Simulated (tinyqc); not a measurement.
What moves the results: metal-induced gap states at the contact of a metal chain and a two-band chain. A value that a table varies takes the place of the one given here.

The semiconductor alternates sites A at -Eg/2 and C at +Eg/2 with hopping -t; the gap runs from -Eg/2 to Eg/2. In the gap cosh(q a) = 1 + (Eg^2/4 - E^2)/(2 t^2) and the amplitude changes by -exp(-q a) a period. The metal has site energy 0 and hopping -tm; its end site has g_m = (E - i sqrt(4 tm^2 - E^2))/(2 tm^2). Sites 1, 2, ... count into the semiconductor, with energies e1, e2 alternating. The clean half chain has g1 = 1/(E - e1 - t^2 g2), g2 = 1/(E - e2 - t^2 g1), decaying root. With the contact G11 = 1/(1/g1 - tc^2 g_m), and the density on site j is -Im G_jj/pi = |psi_j/psi_1|^2 (-Im G11/pi), per spin, with psi_2/psi_1 = -t g2, psi_3/psi_2 = -t g1.

Constants: e^2/(4 pi eps0) = 14.39964547 eV angstrom.

Inputs chosen for the exercise (gap and optical dielectric constant near those of Ge; the chain itself is a model; not measured data): Eg = 0.63 eV (gap); t = 1.81 eV (hopping in the semiconductor); tm = 1.87 eV (hopping in the metal); tc = 2.46 eV (hopping across the contact); end = A (site that touches the metal); a = 4 angstrom (period (two sites); one chain for each area a^2); eps = 15.4 (dielectric constant); E = -0.06 eV (energy from mid-gap).

## Across the gap

E = f Eg. Share on C: the part of the summed density that lies on C sites, whose orbitals make the conduction edge.

Gap states:
```
f      E (eV)  xi = 1/(2q) (angstrom)  D1 (1/eV)  D2 (1/eV)  sum (1/eV)  share on C
-0.48  -0.302                   41.05     0.0961     0.0019      1.0553       0.019
-0.40  -0.252                   19.16     0.0921     0.0092      0.5380       0.091
-0.30  -0.189                   14.38     0.0877     0.0191      0.4396       0.179
-0.15  -0.095                   12.06     0.0805     0.0367      0.4153       0.313
0.00    0.000                   11.51     0.0717     0.0602      0.4493       0.457
0.15    0.095                   12.06     0.0598     0.0941      0.5453       0.611
0.30    0.189                   14.38     0.0424     0.1476      0.7822       0.777
0.40    0.252                   19.16     0.0252     0.2047      1.2206       0.890
0.48    0.302                   41.05     0.0060     0.2782      3.0607       0.979
```

How do the results move?

The decay length xi of the density is shortest at mid-gap, 11.51 angstrom, and grows to 41.0 near the edges. The summed density is least at f = -0.15 (0.4153) and largest at f = 0.48 (3.0607 1/eV). The share on C goes from 0.02 to 0.98 and passes one half near f = +0.042, a point that depends on which site ends the chain. The states turn from valence-like to conduction-like across the gap; the branch point, where the decay is fastest, lies at mid-gap in this symmetric chain and is the usual estimate of the neutrality level.

## Wider gaps pin less

E = 0; Eg is varied and eps follows 1 + (eps0 - 1)(Eg0/Eg), with the given Eg and eps as Eg0 and eps0. xi = 1/(2q), N = 2 (summed density)/a^2, S = 1/(1 + 4 pi e^2 N xi/eps).

Against the gap:
```
Eg (eV)    eps  xi (angstrom)  summed density (1/eV)      S  S at fixed eps
0.50     19.14          14.49                 0.5614  0.094           0.077
0.75     13.10           9.67                 0.3802  0.136           0.156
1.10      9.25           6.61                 0.2646  0.190           0.280
1.50      7.05           4.86                 0.1981  0.244           0.414
2.30      4.94           3.20                 0.1336  0.338           0.614
3.40      3.67           2.20                 0.0929  0.442           0.769
5.50      2.65           1.43                 0.0575  0.588           0.893
9.00      2.01           0.96                 0.0319  0.744           0.957
```

What can be read from the table?

From Eg = 0.5 to 9 eV xi falls by a factor 15.1 and the summed density by 17.6, so at fixed eps S rises from 0.08 to 0.96. The weaker screening of wide-gap solids works against this: with it S goes from 0.09 to 0.74.

## Weakening the contact bond

At the given E, tc is varied, as by a thin spacer. xi = 1/(2q), N = 2 (summed density)/a^2, S = 1/(1 + 4 pi e^2 N xi/eps) with xi and eps kept.

Against tc:
```
tc (eV)  D1 (1/eV)  summed density (1/eV)       S
0.10       0.00064                0.00350  0.9431
0.25       0.00402                0.02188  0.7264
0.50       0.01595                0.08681  0.4009
0.80       0.03922                0.21342  0.2140
1.20       0.07483                0.40716  0.1249
1.80       0.09616                0.52325  0.0999
2.50       0.07605                0.41382  0.1231
3.50       0.04543                0.24718  0.1903
```

How do the results move?

For a weak bond the density goes as tc^2 (ratio 6.24 between 0.25 and 0.1 eV, against 6.25). It is largest at tc = 1.8 eV among these rows and falls beyond, as the first site pairs off with the metal. S is 0.943 at 0.1 eV and has its least value, 0.100, in that row.

## What each parameter does

xi = 1/(2q), summed density, and S = 1/(1 + 4 pi e^2 N xi/eps), N = 2 (summed density)/a^2. Each row changes one parameter from the base and keeps the others.

Results:
```
case           xi (angstrom)  summed density (1/eV)       S
base                  11.721                0.42190  0.1210
Eg = 0.693 eV         10.623                0.38704  0.1421
t = 1.991 eV          12.890                0.44249  0.1066
tm = 2.057 eV         11.721                0.44550  0.1154
tc = 2.706 eV         11.721                0.37302  0.1347
eps = 16.94           11.721                0.42190  0.1315
end = C               11.721                0.50060  0.1040
```

What does this show?

The largest shifts from the base row, up to three for each result and ties (the steps differ in size, so this ranks the rows, not the parameters). xi (angstrom): t +1.169, Eg -1.097; unchanged at the printed digits by tm, tc, eps and end. summed density (1/eV): end +0.07869, tc -0.04888, Eg -0.03487; unchanged at the printed digits by eps. S: Eg +0.0210, end -0.0170, t -0.0144. The decay length belongs to the semiconductor alone; the metal and the contact set only the amplitude.

Run: tinyqc, `OMP_NUM_THREADS=1 python tinyqc.py 1452218 1452219 out.jsonl`; Intel(R) Xeon(R) Processor @ 2.30GHz, one thread, shared host; about 0.01 s of CPU time with all checks.
